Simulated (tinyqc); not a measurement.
From results back to parameters: static screening by free carriers. Three cases, with inputs chosen for the exercise.

Problem. At zero temperature the gas shows Friedel oscillations of period pi/kF and a Thomas-Fermi length 1/qTF; n and m are hidden.

kF = (3 pi^2 n/Mv)^(1/3), EF = c kF^2/m with c = hbar^2/2m0, n in 1/angstrom^3 (1e-24 per 1/cm^3), e2 = e^2/(4 pi eps0). Thomas-Fermi: qTF^2 = 6 pi e2 n/(eps EF). Debye: qD^2 = 4 pi e2 n/(eps kB T).

Constants: hbar^2/2m0 = 3.80998211 eV angstrom^2; e^2/(4 pi eps0) = 14.39964547 eV angstrom.

Case 1.

Values chosen (out of a larger set: a free-electron density near that of Au; not measured data): Mv = 1 (valleys); eps = 1 (background dielectric constant).

period = 2.58535 angstrom
1/qTF = 0.584830 angstrom

Case 2.

Values chosen (out of a larger set: near those of Ge; not measured data): Mv = 4 (valleys); eps = 16.1 (background dielectric constant).

period = 70.4102 angstrom
1/qTF = 13.0783 angstrom

Case 3.

Values chosen (out of a larger set: near those of Si; not measured data): Mv = 6 (valleys); eps = 12 (background dielectric constant).

period = 52.6709 angstrom
1/qTF = 6.61479 angstrom

Find: kF; n; m.

Solution. kF = pi/period and n = Mv kF^3/(3 pi^2); qTF^2 = 2 e2 Mv m kF/(pi eps c) then gives m.

Case 1.

kF = 1.215 1/angstrom
n = 6.06e+22 1/cm^3
m = 1.000 m0

Case 2.

kF = 0.04462 1/angstrom
n = 1.20e+19 1/cm^3
m = 0.219 m0

Case 3.

kF = 0.05965 1/angstrom
n = 4.30e+19 1/cm^3
m = 0.319 m0

Computed by tinyqc, one run a case: `OMP_NUM_THREADS=1 python tinyqc.py N N+1 out.jsonl` with N = 1681149, 1681151, 1681153; one thread of a shared Intel(R) Xeon(R) Processor @ 2.30GHz, about 0.01 s a run at most.
